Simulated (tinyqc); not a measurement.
# Silicon n-p-n transistor, Gummel numbers and transit times: effect of the temperature

One-dimensional n-p-n transistor in the forward active mode at low injection. In the base p(x) = NB exp(-eta x/wb) and ni(x)^2 = ni^2 exp((g0 + g1 x/wb)/Vt); electrons leave the base at vsat; band spikes at the emitter junction and recombination inside the emitter are ignored.

Nc and Nv are given at 250 K and scale as (T/250 K)^1.5; all else is held fixed. f(x) = p(x) ni^2/ni(x)^2; I(x) = integral from x to wb of f/Dn, plus f(wb)/vsat; base Gummel number GB = I(0); electron density per unit flux n/(J/q) = I/f; base transit time tauB = integral of I/f over the base. ni = sqrt(Nc Nv) exp(-Eg/(2 Vt)), Eg in volts; GE = NE exp(-gE/Vt)(we/Dp + 1/Se); JC = J0 exp(VBE/Vt), J0 = q ni^2/GB; gain limited by back injection GE/GB, by base recombination tb/tauB, together 1/beta = the sum of the inverses; collector layer one-sided, Wc = sqrt(2 eps0 eps_r (Vbc + VCB)/(q NC)), Vbc = Vt ln(p(wb) NC/ni^2), Cjc = eps0 eps_r/Wc; Early voltage VA = GB q p(wb)/(f(wb) Cjc [1/Dn - (eta + g1/Vt)/(wb vsat)]), f(wb) = p(wb) exp(-(g0 + g1)/Vt), p(wb) = NB exp(-eta); tauC = Wc/(2 vsat). Peak fT here means 1/(2 pi (tauB + tauC + Rc Cjc)); base sheet resistance 1/(q mp times the integral of p).

Inputs (values chosen for the exercise); band and dielectric values close to those of silicon:
- Eg = 1.1 eV (band gap)
- eps_r = 11.6 (relative permittivity)
- Nc = 2.14e19 cm^-3 (conduction-band density of states at the reference temperature)
- Nv = 2.02e19 cm^-3 (valence-band density of states at the reference temperature)
- vsat = 9.99e6 cm/s (saturation velocity)
- wb = 160 nm (neutral base width)
- NB = 1.9e17 cm^-3 (base doping at the emitter edge)
- eta = 0 (doping falls as exp(-eta x/wb))
- g0 = 0 eV (gap reduction at the emitter edge of the base)
- g1 = 0 eV (further gap reduction across the base (linear))
- Dn = 9.9 cm^2/s (electron diffusion coefficient in the base)
- NE = 1.6e20 cm^-3 (emitter doping)
- gE = 0.101 eV (gap reduction in the emitter (negative: wider gap))
- we = 110 nm (neutral emitter width)
- Dp = 2.5 cm^2/s (hole diffusion coefficient in the emitter)
- Se = 6e5 cm/s (recombination velocity at the emitter contact)
- tb = 6e-8 s (electron lifetime in the base)
- NC = 5.3e15 cm^-3 (collector doping)
- VCB = 1.7 V (collector-base reverse bias)
- Rc = 51 ohm um^2 (emitter plus collector resistance)
- mp = 140 cm^2/(V s) (hole mobility in the base)

Constants: q = 1.602176634e-19 C, kB = 1.380649e-23 J/K, Vt = kB T/q, eps0 = 8.8541878128e-14 F/cm where lengths are in cm. Results are converted to the units shown.

The same in every row: GB (s/cm^4) = 3.261e11; tb/tauB = 4129; tauB (ps) = 14.53; base sheet resistance (kohm) = 14.67.

Effect of the temperature:

| T (K) | GE/GB | beta | VA (V) | tauC (ps) | peak fT (GHz) |
|---|---|---|---|---|---|
| 200 | 8.485 | 8.467 | 39.85 | 3.960 | 8.604 |
| 240 | 22.53 | 22.41 | 39.43 | 3.919 | 8.623 |
| 280 | 45.27 | 44.78 | 39.00 | 3.876 | 8.643 |
| 320 | 76.39 | 75.01 | 38.55 | 3.831 | 8.664 |
| 360 | 114.8 | 111.7 | 38.08 | 3.785 | 8.686 |
| 400 | 158.9 | 153.0 | 37.60 | 3.737 | 8.709 |
| 440 | 207.4 | 197.5 | 37.10 | 3.688 | 8.733 |
| 480 | 259.0 | 243.7 | 36.59 | 3.637 | 8.757 |

What does the table show?

As T goes from 200 to 480, beta rises from 8.47 to 244, VA falls from 39.8 to 36.6 V, the peak fT rises from 8.60 to 8.76 GHz and the base sheet resistance stays at 14.7 kohm. The product beta VA changes by a factor of 26.4. Back injection limits the gain in every row.

Range of the model: Heavy doping makes emitter or base degenerate; gE and g0 are to be read as apparent gap changes that include this.

Computed by the program tinyqc: `OMP_NUM_THREADS=1 python tinyqc.py 2320066 2320067 out.jsonl`, one thread of a shared Intel Xeon 2.30GHz, about 0.01 s for the whole run.
